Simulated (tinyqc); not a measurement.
From results back to parameters: Wannier function of the lower band of a two-orbital chain. Two cases, with inputs chosen for the exercise.

Problem. A band E(k) = H0 + 2 H1 cos(ka) + 2 H2 cos(2ka) is known at k = 0, pi/2a and pi/a. The values come from hidden hoppings; c = hbar^2/2m0.

Constants: hbar^2/2m0 = 3.80998211 eV angstrom^2.

Case 1.

Values chosen: a = 4.8 angstrom (period).

E (eV): 0 -0.6460, pi/2a -0.3900, pi/a 0.6900

Case 2.

Values chosen: a = 3.9 angstrom (period).

E (eV): 0 -3.8640, pi/2a -2.5980, pi/a -2.0040

Find: H0, H1, H2; m0/m at k = 0.

Solution. H0 = (E0 + 2 E1 + E2)/4, H1 = (E0 - E2)/4, H2 = (E0 - 2 E1 + E2)/8; the curvature at k = 0 gives m0/m = -(H1 + 4 H2) a^2/c.

Case 1.

H0, H1, H2 (eV): -0.184  -0.334  0.103

m0/m at k = 0 = -0.472

Case 2.

H0, H1, H2 (eV): -2.766  -0.465  -0.084

m0/m at k = 0 = 3.198

Computed by tinyqc, one run a case: `OMP_NUM_THREADS=1 python tinyqc.py N N+1 out.jsonl` with N = 1482845, 1482859; one thread of a shared Intel(R) Xeon(R) Processor @ 2.30GHz, about 0.2 s a run at most.
